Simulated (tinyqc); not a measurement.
# Gate-all-around wire, scale length and short-channel effects: several studies

A round wire of diameter ts in an insulator shell of thickness ti under a surrounding gate. Below threshold the potential that source and drain add obeys Laplace's equation and vanishes on the gate. Its lowest mode decays along the channel as exp(-k y); k is the smallest positive root of the matching condition at the interface, and the scale length is Lambda = pi/k.

Parameters, values chosen for the exercise; permittivities: semiconductor close to that of In0.53Ga0.47As, insulator close to that of hafnium oxide:
```
symbol,value,unit,meaning
T,350,K,temperature
eps_r,14.1,,relative permittivity of the semiconductor
ei,21.7,,relative permittivity of the insulator
ti,1.8,nm,insulator thickness
ts,5,nm,wire diameter
L,15,nm,channel length
Vbi,1.02,V,potential of the source
sT,0.75,V,potential of the barrier top at threshold
Vds,0.5,V,drain voltage
```

Constants: q = 1.602176634e-19 C, kB = 1.380649e-23 J/K, Vt = kB T/q. Results are converted to the units shown.

Each table varies one quantity; the others keep the values above.

## Effect of the drain voltage

k is the smallest positive root of f(k) = ei J0(u)[J1(u) Y0(v) - Y1(u) J0(v)] - eps_r J1(u)[J0(u) Y0(v) - Y0(u) J0(v)], u = k ts/2, v = u + k ti. Along the channel psi(y) = s + a exp(y/l) + b exp(-y/l) with psi(0) = Vbi, psi(L) = Vbi + Vds and l = 1/k = Lambda/pi; with A = Vbi - s, B = A + Vds, x = exp(-L/l): a = (B - A x) x/(1 - x^2), b = (A - B x)/(1 - x^2). The minimum is s + 2 sqrt(a b), at y = (l/2) ln(b/a). The long-channel potential follows the gate as s = sT + (Vg - VTL)/m, and the threshold VT is the gate voltage at which the minimum equals sT. Swing = m Vt ln 10/g at threshold, g = d(minimum)/ds = 1 - (b x + a)/((1 + x) sqrt(a b)). DIBL = [VT(0.05 V) - VT(Vds)]/(Vds - 0.05 V). sT and Vbi are held fixed; m = 1.

The same in every row: Lambda (nm) = 5.038; L/Lambda = 2.978.

Result of one run:
```
Vds (V)	VT - VTL at Vds (mV)	DIBL (mV/V)	swing (mV/decade)
0.8	-10.24	6.218	71.08
```

What becomes of these results when the drain voltage Vds is changed from 0.8 to 0.65 V, all else the same?

Result of the changed run:
```
Vds (V)	VT - VTL at Vds (mV)	DIBL (mV/V)	swing (mV/decade)
0.65	-9.483	6.516	71.01
```

The whole series:
```
Vds (V)	VT - VTL at Vds (mV)	DIBL (mV/V)	swing (mV/decade)
0.2	-6.759	7.903	70.81
0.35	-7.770	7.321	70.88
0.5	-8.667	6.875	70.95
0.65	-9.483	6.516	71.01
0.8	-10.24	6.218	71.08
0.95	-10.94	5.964	71.15
1.1	-11.60	5.744	71.21
```

As Vds goes from 0.2 to 1.1 V, Lambda stays at 5.04 nm, DIBL falls from 7.90 to 5.74 mV/V and the swing rises from 70.8 to 71.2 mV a decade.

## Effect of the insulator thickness

Same model as above.

Results:
```
ti (nm)	Lambda (nm)	L/Lambda	VT - VTL at Vds (mV)	DIBL (mV/V)	swing (mV/decade)
0.6	3.780	3.968	-1.798	1.421	69.76
0.78	3.945	3.802	-2.337	1.848	69.85
1	4.158	3.607	-3.180	2.515	70.00
1.7	4.920	3.049	-7.730	6.129	70.78
2.2	5.526	2.714	-13.25	10.54	71.73
2.9	6.426	2.334	-24.72	19.76	73.69
```

Estimate the missing row, ti = 1.3 nm.

Computed row:
```
ti (nm)	Lambda (nm)	L/Lambda	VT - VTL at Vds (mV)	DIBL (mV/V)	swing (mV/decade)
1.3	4.469	3.356	-4.737	3.750	70.27
```

With this row back in the table: As ti goes from 0.6 to 2.9 nm, Lambda rises from 3.78 to 6.43 nm, DIBL rises from 1.42 to 19.8 mV/V and the swing rises from 69.8 to 73.7 mV a decade. On average Lambda goes as ti^(0.34).

## A higher permittivity at fixed equivalent oxide thickness

Same model as above.

The equivalent oxide thickness 3.9 ti/ei is held at 0.32 nm, so ti = 0.32 ei/3.9 nm.

Results:
```
ei	ti (nm)	Lambda (nm)	L/Lambda	DIBL (mV/V)	swing (mV/decade)
3.9	0.3200	4.733	3.169	5.057	70.55
7.5	0.6154	4.715	3.181	4.959	70.53
10	0.8205	4.724	3.175	5.007	70.54
15	1.231	4.796	3.128	5.401	70.63
20	1.641	4.944	3.034	6.282	70.82
25	2.051	5.180	2.896	7.843	71.15
35	2.872	5.901	2.542	13.98	72.47
```

Estimate the missing row, ei = 5.

Computed row:
```
ei	ti (nm)	Lambda (nm)	L/Lambda	DIBL (mV/V)	swing (mV/decade)
5	0.4103	4.724	3.175	5.005	70.54
```

With this row back in the table: As ei goes from 3.9 to 35, Lambda goes from 4.73 through a minimum of 4.72 (at ei = 7.5 among the rows listed) to 5.90 nm, DIBL goes from 5.06 through a minimum of 4.96 (at ei = 7.5 among the rows listed) to 14.0 mV/V and the swing rises from 70.6 to 72.5 mV a decade.

tinyqc, about 0.01 s, one thread, Intel Xeon 2.30GHz (shared host): `OMP_NUM_THREADS=1 python tinyqc.py 2420139 2420140 out.jsonl`
